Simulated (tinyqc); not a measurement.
Worked calculation: correction of a charged-defect supercell by a model charge and potential alignment (plane-averaged potentials). Computed by tinyqc, a small Python program that keeps every step. Command: `OMP_NUM_THREADS=1 python tinyqc.py 3113537 3113538 out.jsonl align walk`. One thread of a shared host (Intel(R) Xeon(R) Processor @ 2.30GHz), about 0.01 s of CPU time with the checks. Intermediate numbers are printed to about 7 digits and carried at full precision; extremes and crossings named in words are read from the listed rows.

The "true" defect charge is (1 - x) q in a Gaussian of width sigma plus x q in one of width sigma_t, so the exact answer is known; the correction sees only a single model Gaussian of width sigma_m. A Gaussian of width s has the transform rho(G) = exp(-G^2 s^2/2), normalised to 1. A uniform background cancels q, so G = 0 is left out. Potentials are those felt by a unit positive charge. E_0 is the formation energy of the isolated defect, E_cell its value in the supercell, E_lat = E_iso - E_per of the model charge, C the true less the model potential far from the defect; the exact correction is E_0 - E_cell, and the error of a scheme is E_cell plus its correction less E_0.

Inputs (values chosen for the exercise, with screening close to that of 4H-SiC):
```
quantity                                     value      unit
defect charge q                                  2         e
dielectric constant eps                       9.68         -
edge of the cubic cell L                      18.2  angstrom
width sigma of the true defect charge          1.4  angstrom
width sigma_m of the model charge              1.1  angstrom
share x of the charge in a wide tail          0.21         -
width sigma_t of the tail                      2.9  angstrom
formation energy of the isolated defect E_0   4.76        eV
```

Constants: e^2/(4 pi eps_0) = 14.39964548 eV angstrom.

## The supercell energy and its true error

Periodic energy E_per = (2 pi q^2/(eps L^3)) (e^2/(4 pi eps_0)) sum_(G != 0) rho(G)^2/G^2, G = (2 pi/L)(n1, n2, n3), |n_i| <= 16. Isolated energy: two Gaussians of charges q_a, q_b and widths a, b interact by q_a q_b (e^2/(4 pi eps_0 eps)) sqrt(2/pi)/sqrt(a^2 + b^2), and the self-energy is half the sum over pairs. Supercell value E_cell = E_0 + E_per - E_iso for the true charge.

E_iso, true charge = 1.018381 eV

E_per, true charge = 0.5751262 eV

E_cell = 4.316745 eV

exact correction = 0.4432551 eV

## Lattice energy of the model charge

E_lat = E_iso - E_per for the model charge; point-charge value alpha q^2 e^2/(4 pi eps_0 eps 2 L) with alpha = 2.837297.

E_iso, model = 1.525945 eV

E_per, model = 1.069639 eV

E_lat = 0.4563059 eV

point-charge value = 0.4638097 eV

## Plane-averaged potentials

Plane-averaged potential at distance z from the defect: V(z) = (4 pi q/(eps L^3)) (e^2/(4 pi eps_0 e)) sum_(m != 0) rho(G_m) cos(G_m z)/G_m^2, G_m = 2 pi m/L, |m| <= 40.

Potentials (V):
```
z/L   z (angstrom)        true       model   difference
0.00          0.00   0.1042386   0.1254052  -0.02116667
0.05          0.91   0.0953021   0.1119283  -0.01662625
0.10          1.82   0.0722562   0.0799623  -0.00770606
0.15          2.73   0.0428999   0.0437170  -0.00081709
0.20          3.64   0.0135024   0.0105841   0.00291833
0.25          4.55  -0.0128579  -0.0176466   0.00478867
0.30          5.46  -0.0350263  -0.0407559   0.00572960
0.35          6.37  -0.0525443  -0.0587303   0.00618597
0.40          7.28  -0.0651782  -0.0715691   0.00639085
0.45          8.19  -0.0727999  -0.0792724   0.00647251
0.50          9.10  -0.0753465  -0.0818401   0.00649360
```

The difference moves by 0.10 mV between z/L = 0.4 and 0.5: a plateau.

## Alignment and corrected energy

C = difference at z = L/2; E_corr = E_cell + E_lat - q C. For charges that have died out at L/2, C = (2 pi q/(eps L^3)) (e^2/(4 pi eps_0 e)) (<s^2> - sigma_m^2), <s^2> = (1 - x) sigma^2 + x sigma_t^2.

alignment C = 0.006493604 V

C, closed form = 0.006525609 V

E_corr = 4.760064 eV

error with alignment (rounded to 1e-4 meV) = 0.0636 meV

error without alignment = 13.05082 meV

error with the point-charge term alone = 20.55465 meV

error without correction = -443.2551 meV

Errors are measured against E_0. Alignment cuts the error of the model charge from 13 to 0.064 meV.

## Errors against cell size

Schemes: none; point-charge term alpha q^2 e^2/(4 pi eps_0 eps 2 L), alpha = 2.837297; E_lat of the model; E_lat - q C with C at z = L/2.

Error against E_0 (meV):
```
L (angstrom)       none  point charge  model charge  model and alignment
12.7          -604.3366      60.33561      38.25107             2.682592
15.5          -511.3344      33.26797      21.12001             0.431103
18.2          -443.2551      20.55465      13.05082             0.063611
21.8          -375.2564      11.96086       7.59444             0.003883
```

Between the last two rows the uncorrected error scales as L^-0.92 and the point-charge remainder as L^-3.00. With alignment the error is +2.7 meV in the smallest cell and 0.00 meV in the largest.

Checks made by the program: E_lat against the point-charge value less 2 pi q^2 sigma_m^2 e^2/(4 pi eps_0 eps L^3) (relative difference 2e-07).
